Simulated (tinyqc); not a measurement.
## Distribution of switching voltages from the rising branch

Problem. In a Preisach model that starts with all elements at -1, a rising voltage turns to +1 all elements whose up-switching voltage it has passed, and P = Ps (2 F - 1) with F their total weight; the last voltage saturates the film. Find Ps and the weight that switches in each interval, from 0 V up.

P on the way up (uC/cm^2): 0.5 V -22.316243, 1 V -0.032731, 1.5 V 22.250857, 2 V 24.956384, 2.5 V 25.000000

Answer. Each step of P divided by 2 Ps is the weight of that interval; the rising branch says nothing of the down-switching voltages.

Ps = 25.0 uC/cm^2
weights: 0.054  0.446  0.446  0.054  0.001

Numbers from tinyqc (`OMP_NUM_THREADS=1 python tinyqc.py 2860044 2860045 out.jsonl`; about 0.01 s on one thread of a shared Intel Xeon 2.30GHz).
